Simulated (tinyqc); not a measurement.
Kramers turnover: harmonic transition-state theory with quantum, tunnelling and friction corrections. Computed by tinyqc, a small Python program. Command: `OMP_NUM_THREADS=1 python tinyqc.py 3008281 3008282 out.jsonl rates walk`. One thread of a shared host (Intel(R) Xeon(R) Processor @ 2.30GHz), about 0.01 s of CPU time with the checks.

One atom hops between equivalent sites; three modes at the minimum and two real modes at the saddle are treated as harmonic, the rest of the crystal as unchanged; melting is ignored, so hot rows may lie above the melting point.

Inputs (values chosen for the exercise, modelled on a vacancy in silicon): barrier E_b = 0.403 eV; imaginary frequency at the saddle nu_b = 5.59 THz; temperature T = 413 K.

Lattice of sites: three-dimensional. Correction studied: friction.

Constants: k_B = 8.617333262e-05 eV/K.

Method. Kramers: spatial-diffusion factor kappa_s = sqrt(1 + y^2) - y with y = gamma/(2 omega_b); weak-friction (energy-diffusion) estimate kappa_e = Delta/2 with Delta = (16/3)(gamma/omega_b) E_b/(k_B T), the energy lost in one round trip of a well at the barrier energy of a symmetric quartic double well, over k_B T (half of the escaping atoms fall back); bridge 1/kappa = 1/kappa_s + 1/kappa_e. omega_b = 2 pi nu_b; rate with friction = kappa k_cl.

Transmission:
```
gamma/omega_b  kappa_s     kappa_e    kappa
0.001          0.99950  3.0196e-02  0.02931
0.003          0.99850  9.0588e-02  0.08305
0.01           0.99501  3.0196e-01  0.23166
0.03           0.98511  9.0588e-01  0.47192
0.1            0.95125  3.0196e+00  0.72337
0.3            0.86119  9.0588e+00  0.78643
1              0.61803  3.0196e+01  0.60564
3              0.30278  9.0588e+01  0.30177
10             0.09902  3.0196e+02  0.09899
30             0.03330  9.0588e+02  0.03330
```

What follows from these numbers?

kappa peaks at 0.79 near gamma/omega_b = 0.3 among these rows. Below, too little energy reaches the atom and the rate grows with friction; above, recrossings cut it, as omega_b/gamma in the end (0.0333 against 0.0333). Transition-state theory, kappa = 1, is the upper bound. Caution: the simple bridge underestimates kappa near the turnover by some ten per cent and can shift the peak to higher friction; long jumps on a lattice are ignored.

Extremes, crossings and ranges named in words are read from the listed rows.
